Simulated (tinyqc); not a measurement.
Chemical vapour deposition: Grove model, boundary layer, depletion and step coverage. Changing the total pressure p. Computed by tinyqc, a small Python program. Command: `OMP_NUM_THREADS=1 python tinyqc.py 3014268 3014269 out.jsonl cvd sweep`. One thread of a shared host (Intel(R) Xeon(R) Processor @ 2.30GHz), about 0.06 s of CPU time with the checks.

A precursor diffuses to the surface and reacts there at first order; each molecule that reacts adds one formula unit of film.

Inputs (values chosen for the exercise, close to those used for silicon nitride (counted as SiN4/3)): prefactor k0 of k_s = 3e+08 cm/s; activation energy E = 1.77 eV; temperature T = 740 C; mole fraction of the precursor Y = 0.19; gas diffusivity D0 at 273.15 K and 760 torr = 0.31 cm^2/s; film density N = 4e+22 formula units/cm^3; precursor mass M = 101 u; trench width w = 0.18 um; aspect ratio of the trench = 50; wafer radius R = 7.5 cm; wafer spacing s = 0.51 cm.

Reactor: wafer stack, low pressure.

Constants: k_B = 1.380649e-23 J/K; u = 1.6605390666e-27 kg; k_B = 8.617333262e-05 eV/K.

Method:
- k_s = k0 exp(-E/(k_B T)); C_g = Y p/(k_B T), 1 torr = 133.322 Pa; D = D0 (T/273.15)^1.75 (760/p).
- Temperatures in kelvin are T(C) + 273.15.
- Mean speed c = sqrt(8 k_B T/(pi M)); reactive sticking probability beta = 4 k_s/c.
- Between two wafers the gas diffuses inward and reacts on both faces: (D/r) d/dr (r dC/dr) = 2 k_s C/s, so C(r)/C_g = I0(phi r/R)/I0(phi) with phi^2 = 2 k_s R^2/(s D); G(r) = k_s C(r)/N, 1 cm/s = 6e8 nm/min; the mean over the wafer is eta = 2 I1(phi)/(phi I0(phi)).
- In a long trench of width w and depth l = aspect ratio x w: Knudsen diffusivity D_K = (2w) c/3 (hydraulic diameter 2w), combined as 1/D_e = 1/D_K + 1/D; D_e d2C/dz2 = 2 k_s C/w with D_e dC/dz = -k_s C at the floor. With m = sqrt(2 k_s/(w D_e)): C(floor)/C(top) = 1/[cosh(m l) + (k_s/(D_e m)) sinh(m l)].

One run for each value; columns: (1) total pressure p (torr); (2) growth rate G at the edge (nm/min); (3) rate at the centre over rate at the edge; (4) step coverage; (5) gas diffusivity D (cm^2/s):
```
(1)       (2)      (3)      (4)    (5)
0.075   0.958  0.99917  0.96219  31142
0.140   1.789  0.99845  0.96219  16683
0.280   3.578  0.99690  0.96218   8342
0.540   6.900  0.99403  0.96218   4325
1.000  12.779  0.98898  0.96218   2336
2.000  25.557  0.97815  0.96217   1168
3.900  49.837  0.95805  0.96215    599
7.500  95.840  0.92161  0.96212    311
```

What does the table show, and why?

Over the rows, growth rate G at the edge (nm/min) rises from 0.958 to 95.8 (exponent d ln y / d ln x about 1.0 throughout); rate at the centre over rate at the edge falls from 0.999 to 0.922 (exponent d ln y / d ln x -0.0012 between the first rows and -0.059 between the last); step coverage falls from 0.962186 to 0.962122. The exponent of growth rate G at the edge stays at 1: reaction control: C_g is proportional to p.

Caution (rows 0.0750, 0.140, 0.280, 0.540): the mean free path 3D/c is comparable with or larger than the wafer spacing, where wall collisions cap D near (2s) c/3 and the lag is larger than computed. Caution (all rows): the hydraulic-diameter form of D_K is rough for a slit.
